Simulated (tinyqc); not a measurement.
Bandgap voltage reference from two bipolar transistors: one step of the calculation.

Two transistors of area 1 and N carry the same current I. Is(T) = Is (T/T0)^eta exp[(Vg0 q/kB)(1/T0 - 1/T)], VBE1 = Vt ln(I/Is(T)) + I rb, VBE2 = Vt ln(I/(N Is(T))) + I rb/N. The amplifier forces I R1(T) = VBE1 - VBE2 + Vos, with R(T) = R (1 + tc (T - T0)) for both resistors, and the output is Vref = VBE1 + I R2(T). Base currents and the Early effect are neglected.

Question. Resistor for zero slope at T0, ideal case. With tc = 0, Vos = 0 and rb = 0 the current is proportional to T, dVBE/dT = (VBE - Vg0 - (eta - 1) Vt)/T, and Vref has zero slope at T0 when Vref = Vg0 + (eta - 1) Vt0. Find VBE1, its slope, that Vref, R2/R1 and the curvature d2Vref/dT2 = -(eta - 1) kB/(q T0).

Inputs (values chosen for the exercise); values of the order met in silicon bipolar transistors:
- T0 = 300 K (reference temperature)
- Vg0 = 1.183 V (band-gap voltage extrapolated to 0 K)
- eta = 3.6 (temperature exponent of the saturation current)
- Is = 1.9e-17 A (saturation current of the unit transistor at T0)
- N = 24 (area ratio of the second transistor)
- R1 = 37 kohm (resistor across which the difference of VBE falls, at T0)

Constants: q = 1.602176634e-19 C, kB = 1.380649e-23 J/K. Results are converted to the units shown.

Wanted: VBE1; dVBE/dT; Vref; R2/R1; curvature.

Answer.

VBE1 = 0.65882 V
dVBE/dT = -1.9713 mV/K
Vref = 1.2502 V
R2/R1 = 7.1982
curvature = -0.74684 uV/K^2

tinyqc, about 0.02 s, one thread, Intel Xeon 2.30GHz (shared host): `OMP_NUM_THREADS=1 python tinyqc.py 2062047 2062048 out.jsonl`
